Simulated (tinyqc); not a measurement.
# Square on-chip spiral inductor, lumped pi model: effects of single changes

Outer diameter do = di + 2 n wd + 2 (n - 1) sp, mean da = (do + di)/2, fill p = (do - di)/(do + di), length l = 4 n da. L = 2.34 mu0 n^2 da/(1 + 2.75 p), mu0 = 4 pi 1e-7 H/m. Rs = rho l/(wd delta (1 - exp(-th/delta))), delta = sqrt(rho/(pi f mu0)). Cs = n wd^2 eps0 eo/hu across the coil. At each end Cox = l wd eps0 eo/(2 ho) leads to the substrate branch Rsi = 2 rs he/(l wd) in parallel with Csi = l wd eps0 11.7/(2 he). With one end grounded Y = 1/(Rs + i w L) + i w Cs + 1/[1/(i w Cox) + 1/(1/Rsi + i w Csi)], w = 2 pi f; Q = -Im Y/Re Y. Eddy currents in neighbouring turns and in the substrate are left out.

Values chosen for this exercise; values of the order met in silicon radio-frequency processes:
```
symbol  value     unit                                     meaning
n         6.5                                      number of turns
wd         10       um                                  line width
sp          2       um                         space between turns
di         80       um                              inner diameter
th          2       um                             metal thickness
rho         3  uohm cm                           metal resistivity
ho        9.9       um                        oxide below the coil
hu          1       um            oxide between coil and underpass
eo          3                   relative permittivity of the oxide
rs         20   ohm cm                       substrate resistivity
he         50       um  effective spreading depth in the substrate
f         1.6      GHz                                   frequency
```

Constants: eps0 = 8.8541878128e-12 F/m. Results are converted to the units shown.

Each table varies one quantity; the others keep the values above.

## Quality factor against frequency

Apparent inductance Im(1/Y)/w; share of the loss Re(substrate branch)/Re Y.

Result of one run:
```
f (GHz),Rs (ohm),w L/Rs,Q,apparent inductance (nH),loss in the substrate (%)
2.6,10.321,13.111,7.9226,9.4665,30.247
```

What becomes of these results when the frequency f is changed from 2.6 to 0.37 GHz, all else the same?

Result of the changed run:
```
f (GHz),Rs (ohm),w L/Rs,Q,apparent inductance (nH),loss in the substrate (%)
0.37,7.5249,2.5591,2.5486,8.3049,0.044262
```

The whole series:
```
f (GHz),Rs (ohm),w L/Rs,Q,apparent inductance (nH),loss in the substrate (%)
0.14,6.9471,1.0488,1.0479,8.2836,0.0016452
0.22,7.1778,1.5952,1.5926,8.2888,0.0070666
0.37,7.5249,2.5591,2.5486,8.3049,0.044262
0.6,7.9528,3.9266,3.8816,8.3456,0.26180
0.98,8.5282,5.9808,5.7551,8.4545,1.5736
1.6,9.2968,8.9572,7.7532,8.7380,8.3160
2.6,10.321,13.111,7.9226,9.4665,30.247
4.3,11.767,19.019,4.7707,11.678,63.184
7,13.686,26.620,1.0938,18.015,83.618
```

Q goes from 1.05 through a maximum of 7.92 (at f = 2.6 GHz among the rows listed) to 1.09; the exact peak is 8.25 at 2.12 GHz and Q reaches zero at the self-resonance, 8.21 GHz. The share of the substrate rises from 0.00165 to 83.6 %, and the apparent inductance ends at 2.17 times L. At the peak the substrate takes 18.7 % of the loss. For f = 7 the coil is longer than 0.15 of a wavelength in the oxide, where one lumped section is rough.

## Effect of the substrate resistivity

Same model as above.

Peak Q and its frequency from a search over f; self-resonance where Im Y = 0; Q at the given f (negative beyond resonance).

The same in every row: L (nH) = 8.283; do (um) = 232.0.

Result of one run:
```
rs (ohm cm),peak Q,f of the peak (GHz),self-resonance (GHz),Q at f
30,8.179,2.194,8.430,7.648
```

What becomes of these results when the substrate resistivity rs is changed from 30 to 10000 ohm cm, all else the same?

Result of the changed run:
```
rs (ohm cm),peak Q,f of the peak (GHz),self-resonance (GHz),Q at f
10000,14.22,4.402,8.634,8.638
```

The whole series:
```
rs (ohm cm),peak Q,f of the peak (GHz),self-resonance (GHz),Q at f
0.1,11.57,3.335,6.527,8.408
1,10.87,3.008,6.540,8.367
3,10.01,2.651,6.644,8.277
10,8.794,2.233,7.476,8.004
30,8.179,2.194,8.430,7.648
100,9.986,3.164,8.615,7.951
1000,13.55,4.224,8.634,8.562
10000,14.22,4.402,8.634,8.638
```

As rs goes from 0.1 to 10000, L stays at 8.28 nH, the peak Q goes from 11.6 through a minimum of 8.18 (at rs = 30 among the rows listed) to 14.2, its frequency goes from 3.34 through a minimum of 2.19 (at rs = 30 among the rows listed) to 4.40 GHz and the self-resonance rises from 6.53 to 8.63 GHz. In this model both a very low and a very high resistivity dissipate little: the first shorts the branch to a pure Cox, the second blocks the current. For rs = 0.1, 1 eddy currents in the substrate, left out, would lower Q markedly.

tinyqc, about 0.01 s, one thread, Intel Xeon 2.30GHz (shared host): `OMP_NUM_THREADS=1 python tinyqc.py 2302019 2302020 out.jsonl`
